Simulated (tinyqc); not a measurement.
# Drift exponent from two reads

Inverse problem. Ra = R0 (t/t0)^nu. Find nu, R0 and Ra after ten years (3.15576e8 s).

Inputs (values chosen for the exercise):
- t0 = 1 s (reference time)

Ra at t = 10 and 3000 s, both at 300 K (Mohm): 10.531374  20.177941

Solution. ln Ra is linear in ln t with slope nu.

nu = 0.1140
R0 = 8.100 Mohm
Ra after ten years = 75.40 Mohm

Computed by the program tinyqc: `OMP_NUM_THREADS=1 python tinyqc.py 2880101 2880102 out.jsonl`, one thread of a shared Intel Xeon 2.30GHz, about 0.01 s for the whole run.
